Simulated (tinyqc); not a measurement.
Finite-size error of a charged defect in a periodic cell: Madelung and Makov-Payne terms: one step, computed by the program tinyqc.

L is the cube root of the cell volume. The defect charge is a Gaussian, rho(r) = q (2 pi sigma^2)^(-3/2) exp(-r^2/2 sigma^2), repeated periodically in a uniform neutralising background and screened by a continuum. The model cell energy is E(L) = E_0 + [periodic - isolated electrostatic energy].

Task: Madelung energy. Ewald sum for a unit point charge: scale each Cartesian component of the cell by 1/sqrt(eps_i), giving R', G' and V'; E = [ (1/2) sum erfc(eta R')/R' + (2 pi/V') sum exp(-G'^2/4 eta^2)/G'^2 - eta/sqrt(pi) - pi/(2 V' eta^2) ] e^2/(4 pi eps_0) / sqrt(eps_x eps_y eps_z), over n_i = -6..6, omitting n = (0,0,0), eta = 2/V'^(1/3). alpha = -2 E eps_g L/(e^2/(4 pi eps_0)), eps_g = (eps_x eps_y eps_z)^(1/3).

Inputs (values chosen for the exercise, with screening close to that of AlN): charge q = 3 e; cell length L = 15.7 angstrom; dielectric constant eps = 8.57.

Supercell lattice: bcc. Screening: isotropic.

cell vectors (rows) (angstrom):
```
           1          2          3
1  -9.890380   9.890380   9.890380
2   9.890380  -9.890380   9.890380
3   9.890380   9.890380  -9.890380
```

Constants: e^2/(4 pi eps_0) = 14.39964548 eV angstrom.

Give: terms for a unit charge; Madelung constant alpha; point-charge correction -q^2 E.

Result:

terms for a unit charge (eV): real space 0.00089, reciprocal 0.00734, self -0.12076, background -0.04203

Madelung constant alpha = 2.8885

point-charge correction -q^2 E = 1.3911 eV
